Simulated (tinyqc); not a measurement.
# Energy and delay of logic against supply voltage: two studies

One expression serves below and above threshold: I(Vg) = Ik [ln(1 + exp((Vg - VT + dd V)/(al nf Vt)))]^al, with I_on = I(V) and I_off = I(0). Gate delay td = kd C V/I_on, clock period LD td. Per gate and cycle the switching energy is act C V^2 and the leakage energy I_off V LD td. No short-circuit current, no variation. Minima are sought above 0.09 V; below a few Vt gates no longer switch and the model has no meaning.

Parameters, values chosen for the exercise; values of the order met in logic technologies: temperature T = 300 K; threshold voltage at zero drain bias VT = 0.26 V; slope factor nf = 1.4; barrier lowering per volt of supply dd = 0.03; specific current of a gate Ik = 0.89 uA; exponent of the current law al = 1.76; load capacitance of a gate C = 2.1 fF; delay factor kd = 1.1; logic depth LD = 20; activity factor act = 0.1.

Constants: q = 1.602176634e-19 C, kB = 1.380649e-23 J/K, Vt = kB T/q. Results are converted to the units shown.

Each table varies one quantity; the others keep the values above.

## Energy and delay against supply voltage

EDP = energy times td.

Results:

| V (V) | I_on (uA) | I_off (nA) | td (ps) | switching (aJ) | leakage (aJ) | energy (aJ) | EDP (fJ ps) |
|---|---|---|---|---|---|---|---|
| 0.15 | 0.04128 | 0.7528 | 8394 | 4.725 | 18.96 | 23.68 | 198.8 |
| 0.27 | 0.6621 | 0.8307 | 942.0 | 15.31 | 4.226 | 19.53 | 18.40 |
| 0.38 | 3.515 | 0.9092 | 249.7 | 30.32 | 1.726 | 32.05 | 8.004 |
| 0.5 | 10.31 | 1.003 | 112.1 | 52.50 | 1.124 | 53.62 | 6.010 |
| 0.62 | 20.51 | 1.107 | 69.82 | 80.72 | 0.9584 | 81.68 | 5.703 |
| 0.73 | 32.50 | 1.211 | 51.89 | 111.9 | 0.9178 | 112.8 | 5.854 |
| 0.85 | 48.21 | 1.337 | 40.73 | 151.7 | 0.9254 | 152.7 | 6.217 |
| 0.97 | 66.53 | 1.474 | 33.68 | 197.6 | 0.9634 | 198.6 | 6.687 |
| 1.2 | 108.5 | 1.779 | 25.54 | 302.4 | 1.091 | 303.5 | 7.752 |

Estimate the missing row, V = 1.08 V.

Computed row:

| V (V) | I_on (uA) | I_off (nA) | td (ps) | switching (aJ) | leakage (aJ) | energy (aJ) | EDP (fJ ps) |
|---|---|---|---|---|---|---|---|
| 1.08 | 85.52 | 1.613 | 29.17 | 244.9 | 1.017 | 246.0 | 7.176 |

With this row back in the table: td falls from 8390 to 25.5 ps; the energy goes from 23.7 through a minimum of 19.5 (at V = 0.27 V among the rows listed) to 303 aJ and the EDP goes from 199 through a minimum of 5.70 (at V = 0.62 V among the rows listed) to 7.75 fJ ps. The exact minima lie at V = 0.224 V for the energy and 0.616 V for the EDP. Going from 1.2 V to the energy minimum saves a factor of 17.0 in energy and costs a factor of 80.6 in delay. Below the minimum the leakage energy rises faster than the switching energy falls, because the clock period grows so steeply.

## Optimum supplies against the logic depth

Same model as above.

V_min minimises the energy and V_EDP the product of energy and td.

Optimum supplies against the logic depth:

| LD | V_min (V) | energy at V_min (aJ) | leakage share (%) | clock at V_min (MHz) | V_EDP (V) | clock at V_EDP (GHz) |
|---|---|---|---|---|---|---|
| 8 | 0.1735 | 11.98 | 47.24 | 23.53 | 0.6112 | 1.740 |
| 12 | 0.1965 | 14.39 | 43.68 | 24.44 | 0.6130 | 1.167 |
| 20 | 0.2236 | 17.86 | 41.20 | 24.30 | 0.6165 | 0.7082 |
| 30 | 0.2447 | 21.07 | 40.33 | 23.43 | 0.6207 | 0.4786 |
| 50 | 0.2712 | 25.87 | 40.31 | 21.63 | 0.6288 | 0.2944 |
| 80 | 0.2961 | 31.32 | 41.22 | 19.46 | 0.6400 | 0.1904 |
| 150 | 0.3310 | 40.88 | 43.72 | 16.17 | 0.6629 | 0.1084 |

Read the table: what changes, and by how much?

As LD goes from 8 to 150, V_min rises from 0.173 to 0.331 V, the energy there rises from 12.0 to 40.9 aJ, the clock there goes from 23.5 through a maximum of 24.4 (at LD = 12 among the rows listed) to 16.2 MHz and V_EDP rises from 0.611 to 0.663 V. act and LD enter V_min only through the ratio act/LD.

Computed by the program tinyqc: `OMP_NUM_THREADS=1 python tinyqc.py 2082039 2082040 out.jsonl`, one thread of a shared Intel Xeon 2.30GHz, about 0.01 s for the whole run.
